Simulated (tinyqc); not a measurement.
From results back to parameters: two-dimensional electron gas with Rashba and Dresselhaus coupling. Three cases, with inputs chosen for the exercise.

Problem. For pure Rashba coupling above the band crossing, k_outer - k_inner = al m/c with c = hbar^2/2m0, and each branch holds k^2/(4 pi) electrons per area. Beating of Shubnikov-de Haas oscillations gives the two densities; those below come from a hidden al (1e11/cm^2 = 1e-5/angstrom^2).

Constants: hbar^2/2m0 = 3.80998211 eV angstrom^2.

Case 1.

Values chosen (out of a larger set: of the size met in InAs; not measured data): m = 0.0267 m0 (mass).

densities (1e11/cm^2): outer 4.389385, inner 3.710615

Case 2.

Values chosen (out of a larger set: of the size met in GaN; not measured data): m = 0.2177 m0 (mass).

densities (1e11/cm^2): outer 2.999900, inner 2.900100

Case 3.

Values chosen (out of a larger set: of the size met in GaAs; not measured data): m = 0.0641 m0 (mass).

densities (1e11/cm^2): outer 9.117062, inner 8.882938

Find: k_outer, k_inner; al.

Solution. k = sqrt(4 pi n) for each branch, and al = c (k_outer - k_inner)/m.

Case 1.

k_outer, k_inner (1/angstrom): 0.02349  0.02159

al = 0.270 eV angstrom

Case 2.

k_outer, k_inner (1/angstrom): 0.01942  0.01909

al = 0.00570 eV angstrom

Case 3.

k_outer, k_inner (1/angstrom): 0.03385  0.03341

al = 0.0260 eV angstrom

Computed by tinyqc, one run a case: `OMP_NUM_THREADS=1 python tinyqc.py N N+1 out.jsonl` with N = 1481109, 1481149, 1481192; one thread of a shared Intel(R) Xeon(R) Processor @ 2.30GHz, about 0.01 s a run at most.
